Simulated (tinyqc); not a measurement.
Inside a calculation: shallow acceptor in the spherical four-band model. Values are carried at full precision from step to step, so a last printed digit may differ when a step is redone from the rounded ones.

Units Ry* = Ry/(g1 eps^2) and a* = a0 eps g1; mu = (6 g3 + 4 g2)/(5 g1) is the spherical heavy-light coupling and delta = (g3 - g2)/g1 the cubic term, which is left out.

Constants: Ry = 13.60569312 eV; a0 (Bohr radius) = 0.5291772105 angstrom.

Inputs chosen for the exercise (near those of a shallow acceptor in Ge; shifted at random, so the results belong to these values and not to a real crystal):
```
symbol  value                unit    meaning
g1      13.51                        Luttinger gamma1
g2      4.24                         gamma2
g3      5.64                         gamma3
eps     15.3                         dielectric constant
al      (0.405, 2.43, 14.6)  1/a*^2  exponents a_i, the same for f and g
Dso     0.307                eV      spin-orbit splitting
```

## Units and couplings

Give Ry*, a*, mu, delta and the spherical masses 1/(g1 (1 -/+ mu)).

Ry* = 4.302 meV
a* = 109.38 angstrom
mu = 0.75204
delta = 0.1036

heavy and light mass (m0): [0.2985, 0.0422]

A hydrogen model with the heavy mass would bind by Ry*/(1 - mu) = 17.3 meV and with the light mass by 2.5 meV. delta/mu = 0.14: the cubic term is a modest correction.

## Matrices in a small basis

The ground state 1S3/2 has an L = 0 part f(r) and an L = 2 part g(r). In units of Ry* and a*, with Gaussians f_i = exp(-a_i r^2), g_i = r^2 exp(-a_i r^2), A = a_i + a_j and I(n) = Gamma((n + 1)/2)/(2 A^((n + 1)/2)): S_ff = I(2), S_gg = I(6), H_ff = (6 a_i a_j/A) I(2) - 2 I(1), H_gg = (14 a_i a_j/A) I(6) - 2 I(5), H_fg = -mu [15 I(2) - 20 a_j I(4) + 4 a_j^2 I(6)]; each function is then normalised. The split-off band is left out.

Form S and H.

S, rows f1, f2, f3, g1, g2, g3 and columns alike:
```
[[1.0000, 0.5855, 0.1845, 0, 0, 0],
 [0.5855, 1.0000, 0.5850, 0, 0, 0],
 [0.1845, 0.5850, 1.0000, 0, 0, 0],
 [0, 0, 0, 1.0000, 0.2868, 0.0194],
 [0, 0, 0, 0.2868, 1.0000, 0.2863],
 [0, 0, 0, 0.0194, 0.2863, 1.0000]]
```

H (Ry*), rows f1, f2, f3, g1, g2, g3 and columns alike:
```
[[-0.8161, -1.0052, -1.1768, -1.1796, -0.3383, -0.0229],
 [-1.0052, 2.3149, 1.8643, -2.0296, -7.0777, -2.0262],
 [-1.1768, 1.8643, 31.6051, -0.8243, -12.1736, -42.5243],
 [-1.1796, -2.0296, -0.8243, 1.7518, 0.8125, 0.0166],
 [-0.3383, -7.0777, -12.1736, 0.8125, 14.3566, 6.9275],
 [-0.0229, -2.0262, -42.5243, 0.0166, 6.9275, 95.6961]]
```

## Ground state in the small basis

Solve H u = E S u for the lowest level of the acceptor; the first half of the basis is L = 0 and the second L = 2. Give E, E without the f-g block, and the L = 2 weight u_g S_gg u_g with u S u = 1.

E = -2.039 Ry*
E without coupling = -0.901 Ry*
L = 2 weight = 0.240

Without the coupling the exact value is -1, which this basis, tuned to the compact coupled state, misses by 0.099. The coupling to L = 2 takes the level to 2.04 times that exact value.

## Converged result

Converged values use 22 exponents 2.2^i, i = -7 to 14, for f and for g.
Ground and next level of the same symmetry, L = 2 weight and mean radius.

1S3/2 and 2S3/2 (Ry*): [-2.159, -0.639]

binding energies (meV): [9.3, 2.8]

L = 2 weight = 0.261
<r> = 83.3 angstrom

The small basis reaches 94 % of the binding. The ratio 1S/2S is 3.38 (4 for hydrogen). The binding is 0.03 of Dso, so leaving out the split-off band is safe.

## Checks

- Level at mu = 0 against -1 Ry*: both -1.0000.
- Ground level from a second, denser basis, Ry*: both -2.159.

tinyqc: `OMP_NUM_THREADS=1 python tinyqc.py 1251302 1251303 out.jsonl`; about 0.06 s, one thread, shared Intel(R) Xeon(R) Processor @ 2.30GHz.
